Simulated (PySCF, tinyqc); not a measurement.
Coupled-perturbed Hartree-Fock on RHF in the sto-6g basis, for H3-, spin multiplicity 1, step by step. The basis has no diffuse functions, so it cannot describe the extra electron: this is an exercise in the method, not the real anion. The lowest restricted solution is unstable here: a spin-polarised one lies 0.0265 hartree lower (PySCF). One step of it, computed by the program tinyqc.

Task: Coupled step 2. U_ai = -(mu_ai + sum_bj [4 (ai|bj) - (ab|ij) - (aj|bi)] U_bj) / (e_a - e_i); alpha = -4 sum U_ai mu_ai.

U after step 1:
```
          i1         i2
a3  1.038530  -1.638616
```

dipole integrals <a|z|i> (bohr):
```
           i1        i2
a3  -0.853984  0.634524
```

orbital energies (hartree): MO1 -0.094918, MO2 0.309805, MO3 0.762892

Two-electron integrals over orbitals (pq|rs), unique and non-zero (hartree):
```
(11|11) 0.537800    (21|11) -0.025747   (21|21) 0.123912    (22|11) 0.464416
(22|21) 0.033820    (22|22) 0.580682    (31|11) 0.056407    (31|21) 0.017379
(31|22) -0.083212   (31|31) 0.156975    (32|11) 0.025207    (32|21) -0.117871
(32|22) -0.037034   (32|31) -0.014085   (32|32) 0.123140    (33|11) 0.537195
(33|21) -0.021477   (33|22) 0.461243    (33|31) 0.078449    (33|32) 0.022844
(33|33) 0.565794
```

Give: U after step 2; polarisability.

Result:

U after step 2:
```
        i1       i2
a3  1.0361  -1.6849
```

polarisability = 7.8157 bohr^3
